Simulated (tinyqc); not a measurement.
Well width from the intersubband spacing.

Question. In an empty well of width L and depth Vb, level k solves kw L/2 = (k - 1) pi/2 + arctan(sqrt((mw/mb)(Vb - E)/E)) with kw = sqrt(mw E/C), C = hbar^2/(2 m0). Find L, E1 and E2 from the spacing.

Inputs (values chosen for the exercise); material values close to those of GaAs in InGaP: mass along z in the well mw = 0.0672 m0; mass along z in the barriers mb = 0.0876 m0; barrier height Vb = 0.147 eV.

Constants: q = 1.602176634e-19 C, hbar = 1.054571817e-34 J s, m0 = 9.1093837015e-31 kg, hbar^2/(2 m0) = 0.0380998212 eV nm^2. Results are converted to the units shown.

E2 - E1 = 23.062066 meV

Answer. Both levels are solved for trial widths until their difference matches. A second level is bound only for L above 6.17 nm, and over that range one width gives this spacing.

L = 22.40 nm
E1 = 7.733 meV
E2 = 30.79 meV

Numbers from tinyqc (`OMP_NUM_THREADS=1 python tinyqc.py 2140130 2140131 out.jsonl`; about 0.2 s on one thread of a shared Intel Xeon 2.30GHz).
